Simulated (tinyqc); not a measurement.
Worked calculation: CISD on RHF in the 6-311g basis, for H2, spin multiplicity 1. Computed by tinyqc, a small Python program that keeps every step (integrals from PySCF). Settings: charge = 0, multiplicity = 1, basis = 6-311g, method = RHF, energy threshold = 1e-10, iteration cap = 80, orthogonalisation = symmetric, start = core, DIIS depth = 6, ci = CISD. Command: `OMP_NUM_THREADS=1 python tinyqc.py 20088 20089 out.jsonl` (the two numbers bound the seeds that draw the settings). One thread of a shared host (Intel(R) Xeon(R) Processor @ 2.60GHz), about 0.1 s of CPU time with the checks. The early iterations of the SCF are left out here.

## One-electron integrals

Geometry (angstrom):
```
atom       x       y       z
H     0.0000  0.0000  0.0000
H     0.0000  0.0000  1.0700
```

Basis 6-311g: exponents (1/bohr^2) and contraction coefficients of normalised primitives:
```
element  l (shell)  exponent  coefficient
H            s (1)   33.8650       0.0255
H            s (1)    5.0948       0.1904
H            s (1)    1.1588       0.8522
H            s (2)    0.3258       1.0000
H            s (3)    0.1027       1.0000
```

Overlap, kinetic and nuclear-attraction integrals over the contracted functions; the nuclear repulsion is the sum of Za Zb / Rab.

nuclear repulsion = 0.494558 hartree

overlap S, order 1H 1s, 1H 2s, 1H 3s, 2H 1s, 2H 2s, 2H 3s:
```
[[1.0000, 0.7064, 0.3737, 0.0727, 0.2453, 0.2535],
 [0.7064, 1.0000, 0.7890, 0.2453, 0.5137, 0.5733],
 [0.3737, 0.7890, 1.0000, 0.2535, 0.5733, 0.8106],
 [0.0727, 0.2453, 0.2535, 1.0000, 0.7064, 0.3737],
 [0.2453, 0.5137, 0.5733, 0.7064, 1.0000, 0.7890],
 [0.2535, 0.5733, 0.8106, 0.3737, 0.7890, 1.0000]]
```

kinetic energy T (hartree), order 1H 1s, 1H 2s, 1H 3s, 2H 1s, 2H 2s, 2H 3s:
```
[[2.3043, 0.5491, 0.1063, -0.0900, 0.0559, 0.0535],
 [0.5491, 0.4888, 0.1849, 0.0559, 0.1396, 0.1057],
 [0.1063, 0.1849, 0.1541, 0.0535, 0.1057, 0.1074],
 [-0.0900, 0.0559, 0.0535, 2.3043, 0.5491, 0.1063],
 [0.0559, 0.1396, 0.1057, 0.5491, 0.4888, 0.1849],
 [0.0535, 0.1057, 0.1074, 0.1063, 0.1849, 0.1541]]
```

nuclear attraction V (hartree), order 1H 1s, 1H 2s, 1H 3s, 2H 1s, 2H 2s, 2H 3s:
```
[[-2.6056, -1.4099, -0.6996, -0.1442, -0.4860, -0.4807],
 [-1.4099, -1.3951, -0.9491, -0.4860, -0.7638, -0.7249],
 [-0.6996, -0.9491, -0.9097, -0.4807, -0.7249, -0.7746],
 [-0.1442, -0.4860, -0.4807, -2.6056, -1.4099, -0.6996],
 [-0.4860, -0.7638, -0.7249, -1.4099, -1.3951, -0.9491],
 [-0.4807, -0.7249, -0.7746, -0.6996, -0.9491, -0.9097]]
```

core Hamiltonian H = T + V (hartree), order 1H 1s, 1H 2s, 1H 3s, 2H 1s, 2H 2s, 2H 3s:
```
[[-0.3013, -0.8608, -0.5932, -0.2342, -0.4301, -0.4272],
 [-0.8608, -0.9063, -0.7642, -0.4301, -0.6242, -0.6192],
 [-0.5932, -0.7642, -0.7556, -0.4272, -0.6192, -0.6672],
 [-0.2342, -0.4301, -0.4272, -0.3013, -0.8608, -0.5932],
 [-0.4301, -0.6242, -0.6192, -0.8608, -0.9063, -0.7642],
 [-0.4272, -0.6192, -0.6672, -0.5932, -0.7642, -0.7556]]
```

## Two-electron integrals

Functions are numbered as in S; the eight-fold symmetry (ij|kl) = (ji|kl) = (kl|ij) leaves the list below.

Two-electron integrals (ij|kl) in chemists' order, unique and non-zero (hartree):
```
(11|11) 1.3930   (21|11) 0.8230   (21|21) 0.5097   (22|11) 0.8229
(22|21) 0.5430   (22|22) 0.6441   (31|11) 0.4113   (31|21) 0.2578
(31|22) 0.2799   (31|31) 0.1308   (32|11) 0.5437   (32|21) 0.3658
(32|22) 0.4527   (32|31) 0.1898   (32|32) 0.3251   (33|11) 0.4940
(33|21) 0.3401   (33|22) 0.4460   (33|31) 0.1780   (33|32) 0.3318
(33|33) 0.3617   (41|11) 0.0651   (41|21) 0.0428   (41|22) 0.0499
(41|31) 0.0220   (41|32) 0.0347   (41|33) 0.0335   (41|41) 0.0064
(42|11) 0.1494   (42|21) 0.1032   (42|22) 0.1339   (42|31) 0.0540
(42|32) 0.0979   (42|33) 0.1019   (42|41) 0.0175   (42|42) 0.0605
(43|11) 0.1340   (43|21) 0.0934   (43|22) 0.1248   (43|31) 0.0491
(43|32) 0.0929   (43|33) 0.0998   (43|41) 0.0159   (43|42) 0.0593
(43|43) 0.0601   (44|11) 0.4940   (44|21) 0.3477   (44|22) 0.4760
(44|31) 0.1834   (44|32) 0.3586   (44|33) 0.3904   (44|41) 0.0651
(44|42) 0.2678   (44|43) 0.2768   (44|44) 1.3930   (51|11) 0.2678
(51|21) 0.1682   (51|22) 0.1831   (51|31) 0.0854   (51|32) 0.1243
(51|33) 0.1167   (51|41) 0.0175   (51|42) 0.0436   (51|43) 0.0393
(51|44) 0.1494   (51|51) 0.0605   (52|11) 0.3570   (52|21) 0.2404
(52|22) 0.2975   (52|31) 0.1247   (52|32) 0.2136   (52|33) 0.2175
(52|41) 0.0301   (52|42) 0.0914   (52|43) 0.0878   (52|44) 0.3570
(52|51) 0.0914   (52|52) 0.1700   (53|11) 0.3041   (53|21) 0.2091
(53|22) 0.2726   (53|31) 0.1094   (53|32) 0.2018   (53|33) 0.2171
(53|41) 0.0274   (53|42) 0.0920   (53|43) 0.0924   (53|44) 0.3838
(53|51) 0.0806   (53|52) 0.1650   (53|53) 0.1717   (54|11) 0.3477
(54|21) 0.2439   (54|22) 0.3312   (54|31) 0.1285   (54|32) 0.2490
(54|33) 0.2716   (54|41) 0.0428   (54|42) 0.1682   (54|43) 0.1738
(54|44) 0.8230   (54|51) 0.1032   (54|52) 0.2404   (54|53) 0.2589
(54|54) 0.5097   (55|11) 0.4760   (55|21) 0.3312   (55|22) 0.4438
(55|31) 0.1740   (55|32) 0.3332   (55|33) 0.3668   (55|41) 0.0499
(55|42) 0.1831   (55|43) 0.1892   (55|44) 0.8229   (55|51) 0.1339
(55|52) 0.2975   (55|53) 0.3224   (55|54) 0.5430   (55|55) 0.6441
(61|11) 0.2768   (61|21) 0.1738   (61|22) 0.1892   (61|31) 0.0882
(61|32) 0.1284   (61|33) 0.1206   (61|41) 0.0159   (61|42) 0.0393
(61|43) 0.0357   (61|44) 0.1340   (61|51) 0.0593   (61|52) 0.0878
(61|53) 0.0772   (61|54) 0.0934   (61|55) 0.1248   (61|61) 0.0601
(62|11) 0.3838   (62|21) 0.2589   (62|22) 0.3224   (62|31) 0.1345
(62|32) 0.2323   (62|33) 0.2385   (62|41) 0.0274   (62|42) 0.0806
(62|43) 0.0772   (62|44) 0.3041   (62|51) 0.0920   (62|52) 0.1650
(62|53) 0.1590   (62|54) 0.2091   (62|55) 0.2726   (62|61) 0.0924
(62|62) 0.1717   (63|11) 0.3757   (63|21) 0.2595   (63|22) 0.3432
(63|31) 0.1360   (63|32) 0.2567   (63|33) 0.2832   (63|41) 0.0289
(63|42) 0.0936   (63|43) 0.0938   (63|44) 0.3757   (63|51) 0.0936
(63|52) 0.1857   (63|53) 0.1929   (63|54) 0.2595   (63|55) 0.3432
(63|61) 0.0938   (63|62) 0.1929   (63|63) 0.2376   (64|11) 0.1834
(64|21) 0.1285   (64|22) 0.1740   (64|31) 0.0677   (64|32) 0.1308
(64|33) 0.1428   (64|41) 0.0220   (64|42) 0.0854   (64|43) 0.0882
(64|44) 0.4113   (64|51) 0.0540   (64|52) 0.1247   (64|53) 0.1345
(64|54) 0.2578   (64|55) 0.2799   (64|61) 0.0491   (64|62) 0.1094
(64|63) 0.1360   (64|64) 0.1308   (65|11) 0.3586   (65|21) 0.2490
(65|22) 0.3332   (65|31) 0.1308   (65|32) 0.2507   (65|33) 0.2784
(65|41) 0.0347   (65|42) 0.1243   (65|43) 0.1284   (65|44) 0.5437
(65|51) 0.0979   (65|52) 0.2136   (65|53) 0.2323   (65|54) 0.3658
(65|55) 0.4527   (65|61) 0.0929   (65|62) 0.2018   (65|63) 0.2567
(65|64) 0.1898   (65|65) 0.3251   (66|11) 0.3904   (66|21) 0.2716
(66|22) 0.3668   (66|31) 0.1428   (66|32) 0.2784   (66|33) 0.3168
(66|41) 0.0335   (66|42) 0.1167   (66|43) 0.1206   (66|44) 0.4940
(66|51) 0.1019   (66|52) 0.2175   (66|53) 0.2385   (66|54) 0.3401
(66|55) 0.4460   (66|61) 0.0998   (66|62) 0.2171   (66|63) 0.2832
(66|64) 0.1780   (66|65) 0.3318   (66|66) 0.3617
```

## Orthogonalisation

S = U s U^T; symmetric (Loewdin) form X = U s^(-1/2) U^T, so that X^T S X = 1.

eigenvalues of S: [0.0518, 0.1313, 0.2891, 0.7339, 1.2621, 3.5318]

X, order 1H 1s, 1H 2s, 1H 3s, 2H 1s, 2H 2s, 2H 3s:
```
[[1.3758, -0.7523, 0.2105, 0.0455, 0.0079, -0.0479],
 [-0.7523, 2.1732, -1.0397, 0.0079, -0.3393, 0.2433],
 [0.2105, -1.0397, 2.2533, -0.0479, 0.2433, -1.0492],
 [0.0455, 0.0079, -0.0479, 1.3758, -0.7523, 0.2105],
 [0.0079, -0.3393, 0.2433, -0.7523, 2.1732, -1.0397],
 [-0.0479, 0.2433, -1.0492, 0.2105, -1.0397, 2.2533]]
```

## Iteration 6 (converged): orbitals

converged F (hartree), order 1H 1s, 1H 2s, 1H 3s, 2H 1s, 2H 2s, 2H 3s:
```
[[0.6931, -0.3354, -0.4081, -0.3060, -0.3724, -0.3523],
 [-0.3354, -0.2618, -0.3420, -0.3724, -0.4009, -0.3609],
 [-0.4081, -0.3420, -0.2571, -0.3523, -0.3609, -0.2836],
 [-0.3060, -0.3724, -0.3523, 0.6931, -0.3354, -0.4081],
 [-0.3724, -0.4009, -0.3609, -0.3354, -0.2618, -0.3420],
 [-0.3523, -0.3609, -0.2836, -0.4081, -0.3420, -0.2571]]
```

Diagonalise F' = X^T F X, C = X C', fill 1 alpha and 1 beta electrons from the bottom; D = 2 C_occ C_occ^T. Each column has its largest component positive (the first on a tie).

F' = X^T F X (hartree):
```
[[1.7234, -1.1744, 0.0031, -0.0063, -0.1716, -0.1257],
 [-1.1744, 0.9271, -0.3798, -0.1716, -0.1998, -0.0295],
 [0.0031, -0.3798, 0.1723, -0.1257, -0.0295, -0.1326],
 [-0.0063, -0.1716, -0.1257, 1.7234, -1.1744, 0.0031],
 [-0.1716, -0.1998, -0.0295, -1.1744, 0.9271, -0.3798],
 [-0.1257, -0.0295, -0.1326, 0.0031, -0.3798, 0.1723]]
```

orbital energies (hartree): [-0.5130, 0.1099, 0.3339, 0.5318, 2.5199, 2.6633]

coefficients C, order 1H 1s, 1H 2s, 1H 3s, 2H 1s, 2H 2s, 2H 3s:
```
[[0.1553, 0.1101, -0.0452, -0.0983, -1.0888, -1.1288],
 [0.3061, 0.0968, -0.8516, -1.2796, 1.6191, 1.2071],
 [0.1788, 1.4127, 0.8993, 1.8102, -1.0183, -0.4632],
 [0.1553, -0.1101, -0.0452, 0.0983, 1.0888, -1.1288],
 [0.3061, -0.0968, -0.8516, 1.2796, -1.6191, 1.2071],
 [0.1788, -1.4127, 0.8993, -1.8102, 1.0183, -0.4632]]
```

D after iteration 6, order 1H 1s, 1H 2s, 1H 3s, 2H 1s, 2H 2s, 2H 3s:
```
[[0.0483, 0.0951, 0.0555, 0.0483, 0.0951, 0.0555],
 [0.0951, 0.1874, 0.1094, 0.0951, 0.1874, 0.1094],
 [0.0555, 0.1094, 0.0639, 0.0555, 0.1094, 0.0639],
 [0.0483, 0.0951, 0.0555, 0.0483, 0.0951, 0.0555],
 [0.0951, 0.1874, 0.1094, 0.0951, 0.1874, 0.1094],
 [0.0555, 0.1094, 0.0639, 0.0555, 0.1094, 0.0639]]
```

## Convergence

Stop when the energy changes by less than 1e-10 hartree and every element of the error matrix X^T (F D S - S D F) X is below 3e-06.

Course of the cycle:
```
iteration  E (hartree)     change  largest element of the error matrix
1            -1.048810          -                             8.57e-02
2            -1.081885  -3.31e-02                             1.74e-02
3            -1.083707  -1.82e-03                             1.89e-03
4            -1.083717  -1.02e-05                             5.33e-05
5            -1.083717  -1.66e-08                             2.24e-07
6            -1.083717  -2.19e-13                             1.11e-07
```

PySCF RHF in the same basis = -1.083717 hartree

Converged in 6 iterations.

## Integrals over molecular orbitals

(pq|rs) = sum C_ip C_jq C_kr C_ls (ij|kl), one index at a time.

one-electron integrals over orbitals h = C^T H C (hartree):
```
[[-1.0653, 0.0000, 0.1163, 0.0000, 0.0000, 0.0543],
 [0.0000, -0.5605, 0.0000, 0.2025, 0.0320, 0.0000],
 [0.1163, 0.0000, -0.3183, 0.0000, 0.0000, -0.1296],
 [0.0000, 0.2025, 0.0000, -0.2588, -0.1897, 0.0000],
 [0.0000, 0.0320, 0.0000, -0.1897, 1.4356, 0.0000],
 [0.0543, 0.0000, -0.1296, 0.0000, 0.0000, 1.5604]]
```

Two-electron integrals over orbitals (pq|rs), unique and non-zero (hartree):
```
(11|11) 0.5523    (21|21) 0.0809    (22|11) 0.3756    (22|22) 0.3235
(31|11) -0.1163   (31|22) -0.0438   (31|31) 0.0535    (32|21) 0.0087
(32|32) 0.0276    (33|11) 0.3529    (33|22) 0.2839    (33|31) -0.0400
(33|33) 0.2808    (41|21) -0.0765   (41|32) 0.0139    (41|41) 0.0918
(42|11) -0.1395   (42|22) -0.0653   (42|31) 0.0507    (42|33) -0.0535
(42|42) 0.0680    (43|21) 0.0567    (43|32) 0.0114    (43|41) -0.0513
(43|43) 0.0468    (44|11) 0.4412    (44|22) 0.3370    (44|31) -0.0787
(44|33) 0.3033    (44|42) -0.0996   (44|44) 0.3822    (51|21) -0.0284
(51|32) 0.0210    (51|41) 0.0507    (51|43) -0.0275   (51|51) 0.0696
(52|11) -0.0302   (52|22) 0.0028    (52|31) 0.0255    (52|33) -0.0072
(52|42) 0.0156    (52|44) -0.0223   (52|52) 0.0322    (53|21) 0.0354
(53|32) -0.0107   (53|41) -0.0466   (53|43) 0.0248    (53|51) -0.0400
(53|53) 0.0311    (54|11) 0.1202    (54|22) 0.0446    (54|31) -0.0557
(54|33) 0.0463    (54|42) -0.0550   (54|44) 0.0863    (54|52) -0.0425
(54|54) 0.0810    (55|11) 0.5770    (55|22) 0.3921    (55|31) -0.1362
(55|33) 0.3582    (55|42) -0.1603   (55|44) 0.4758    (55|52) -0.0660
(55|54) 0.1784    (55|55) 0.6995    (61|11) -0.0543   (61|22) -0.0208
(61|31) 0.0353    (61|33) -0.0172   (61|42) 0.0329    (61|44) -0.0512
(61|52) 0.0394    (61|54) -0.0638   (61|55) -0.1236   (61|61) 0.0674
(62|21) -0.0170   (62|32) 0.0096    (62|41) 0.0280    (62|43) -0.0179
(62|51) 0.0396    (62|53) -0.0214   (62|62) 0.0248    (63|11) 0.0824
(63|22) 0.0405    (63|31) -0.0334   (63|33) 0.0314    (63|42) -0.0383
(63|44) 0.0633    (63|52) -0.0206   (63|54) 0.0472    (63|55) 0.1202
(63|61) -0.0378   (63|63) 0.0318    (64|21) 0.0366    (64|32) -0.0208
(64|41) -0.0567   (64|43) 0.0280    (64|51) -0.0621   (64|53) 0.0403
(64|62) -0.0364   (64|64) 0.0626    (65|21) 0.1235    (65|32) -0.0159
(65|41) -0.1444   (65|43) 0.0920    (65|51) -0.1162   (65|53) 0.0906
(65|62) -0.0677   (65|64) 0.1203    (65|65) 0.2967    (66|11) 0.5851
(66|22) 0.3875    (66|31) -0.1374   (66|33) 0.3619    (66|42) -0.1630
(66|44) 0.4761    (66|52) -0.0682   (66|54) 0.1796    (66|55) 0.6970
(66|61) -0.1165   (66|63) 0.1180    (66|66) 0.7060
```

## CISD: determinants and Hamiltonian

Hartree-Fock energy = -1.083717 hartree

Slater-Condon rules over spin orbitals, with the nuclear repulsion added and E(HF) subtracted on the diagonal. Only determinants linked to the reference directly or through others are kept (one block of an abelian symmetry group), so some states are absent.

Occupation strings over the orbitals (2 doubly, a alpha, b beta, 0 empty; spin orbitals ordered 1a 1b 2a 2b ...): 200000 a0b000 a0000b b0a000 b0000a 020000 0a0b00 0a00b0 002000 00a00b 0b0a00 000200 000ab0 0b00a0 000ba0 000020 00b00a 000002

H - E(HF) between determinants (hartree), order 200000, a0b000, a0000b, b0a000, b0000a, 020000, 0a0b00, 0a00b0, 002000, 00a00b, 0b0a00, 000200, 000ab0, 0b00a0, 000ba0, 000020, 00b00a, 000002:
```
[[0.0000, 0.0000, 0.0000, 0.0000, 0.0000, 0.0809, -0.0765, -0.0284, 0.0535, 0.0353, 0.0765, 0.0918, 0.0507, 0.0284, -0.0507, 0.0696, -0.0353, 0.0674],
 [0.0000, 0.5475, -0.0472, -0.0535, -0.0353, 0.0087, 0.0567, 0.0354, 0.0763, -0.0334, -0.0139, -0.0513, -0.0466, -0.0210, 0.0275, -0.0400, -0.0370, -0.0378],
 [0.0000, -0.0472, 2.6585, -0.0353, -0.0674, -0.0170, 0.0366, 0.1235, -0.0334, -0.0211, -0.0280, -0.0567, -0.1444, -0.0396, 0.0621, -0.1162, 0.0378, -0.0622],
 [0.0000, -0.0535, -0.0353, 0.5475, -0.0472, -0.0087, -0.0139, -0.0210, -0.0763, -0.0370, 0.0567, 0.0513, 0.0275, 0.0354, -0.0466, 0.0400, -0.0334, 0.0378],
 [0.0000, -0.0353, -0.0674, -0.0472, 2.6585, 0.0170, -0.0280, -0.0396, 0.0334, 0.0378, 0.0366, 0.0567, 0.0621, 0.1235, -0.1444, 0.1162, -0.0211, 0.0622],
 [0.0809, 0.0087, -0.0170, -0.0087, 0.0170, 0.7808, 0.1372, 0.0348, 0.0276, 0.0096, -0.1372, 0.0680, 0.0156, -0.0348, -0.0156, 0.0322, -0.0096, 0.0248],
 [-0.0765, 0.0567, 0.0366, -0.0139, -0.0280, 0.1372, 1.0960, -0.1451, 0.0114, -0.0208, -0.0680, 0.1029, -0.0550, -0.0156, -0.0096, -0.0425, 0.0179, -0.0364],
 [-0.0284, 0.0354, 0.1235, -0.0210, -0.0396, 0.0348, -0.1451, 2.8455, -0.0107, -0.0159, -0.0156, -0.0550, 0.0422, -0.0322, 0.0425, -0.0341, 0.0214, -0.0677],
 [0.0535, 0.0763, -0.0334, -0.0763, 0.0334, 0.0276, 0.0114, -0.0107, 1.2224, -0.0982, -0.0114, 0.0468, 0.0248, 0.0107, -0.0248, 0.0311, 0.0982, 0.0318],
 [0.0353, -0.0334, -0.0211, -0.0370, 0.0378, 0.0096, -0.0208, -0.0159, -0.0982, 3.1823, 0.0179, 0.0280, 0.0920, 0.0214, -0.0403, 0.0906, -0.0318, -0.0115],
 [0.0765, -0.0139, -0.0280, 0.0567, 0.0366, -0.1372, -0.0680, -0.0156, -0.0114, 0.0179, 1.0960, -0.1029, -0.0096, -0.1451, -0.0550, 0.0425, -0.0208, 0.0364],
 [0.0918, -0.0513, -0.0567, 0.0513, 0.0567, 0.0680, 0.1029, -0.0550, 0.0468, 0.0280, -0.1029, 1.4429, -0.1034, 0.0550, 0.1034, 0.0810, -0.0280, 0.0626],
 [0.0507, -0.0466, -0.1444, 0.0275, 0.0621, 0.0156, -0.0550, 0.0422, 0.0248, 0.0920, -0.0096, -0.1034, 3.2309, 0.0425, -0.0810, -0.0113, -0.0403, 0.1203],
 [0.0284, -0.0210, -0.0396, 0.0354, 0.1235, -0.0348, -0.0156, -0.0322, 0.0107, 0.0214, -0.1451, 0.0550, 0.0425, 2.8455, 0.0422, 0.0341, -0.0159, 0.0677],
 [-0.0507, 0.0275, 0.0621, -0.0466, -0.1444, -0.0156, -0.0096, 0.0425, -0.0248, -0.0403, -0.0550, 0.1034, -0.0810, 0.0422, 3.2309, 0.0113, 0.0920, -0.1203],
 [0.0696, -0.0400, -0.1162, 0.0400, 0.1162, 0.0322, -0.0425, -0.0341, 0.0311, 0.0906, 0.0425, 0.0810, -0.0113, 0.0341, 0.0113, 5.1491, -0.0906, 0.2967],
 [-0.0353, -0.0370, 0.0378, -0.0334, -0.0211, -0.0096, 0.0179, 0.0214, 0.0982, -0.0318, -0.0208, -0.0280, -0.0403, -0.0159, 0.0920, -0.0906, 3.1823, 0.0115],
 [0.0674, -0.0378, -0.0622, 0.0378, 0.0622, 0.0248, -0.0364, -0.0677, 0.0318, -0.0115, 0.0364, 0.0626, 0.1203, 0.0677, -0.1203, 0.2967, 0.0115, 5.4051]]
```

## CISD: roots

Diagonalise (each vector has its largest component positive (the first on a tie)); all determinants have Ms = 0, so triplets appear too. The lowest singlet root is the correlation energy.

lowest roots of this matrix, relative to E(HF) (hartree): [-0.0353, 0.4850, 0.5582, 0.7109, 1.0156, 1.1683, 1.2255, 1.5202]

lowest vectors, order 200000, a0b000, a0000b, b0a000, b0000a, 020000, 0a0b00, 0a00b0, 002000, 00a00b, 0b0a00, 000200, 000ab0, 0b00a0, 000ba0, 000020, 00b00a, 000002:
```
[[0.9821, 0.0000, 0.0441, 0.1458],
 [-0.0127, 0.7038, 0.6817, -0.0781],
 [-0.0073, 0.0282, 0.0115, 0.0128],
 [0.0127, 0.7038, -0.6817, 0.0781],
 [0.0073, 0.0282, -0.0115, -0.0128],
 [-0.1183, 0.0000, 0.0530, 0.9176],
 [0.0834, -0.0582, -0.1049, -0.2438],
 [0.0135, -0.0096, -0.0216, -0.0283],
 [-0.0372, 0.0000, -0.1719, -0.0263],
 [-0.0090, 0.0183, -0.0122, -0.0087],
 [-0.0834, -0.0582, 0.1049, 0.2438],
 [-0.0673, 0.0000, 0.1074, -0.0478],
 [-0.0151, 0.0044, 0.0223, -0.0146],
 [-0.0135, -0.0096, 0.0216, 0.0283],
 [0.0151, 0.0044, -0.0223, 0.0146],
 [-0.0094, 0.0000, 0.0086, -0.0128],
 [0.0090, 0.0183, 0.0122, 0.0087],
 [-0.0084, 0.0000, 0.0059, -0.0101]]
```

<S^2> of these roots: [0.0000, 2.0000, 0.0000, 0.0000, 2.0000, 0.0000, 0.0000, 0.0000]

weight of the ground state by excitation level 0, 1, 2, ...: [0.9646, 0.0004, 0.0350]
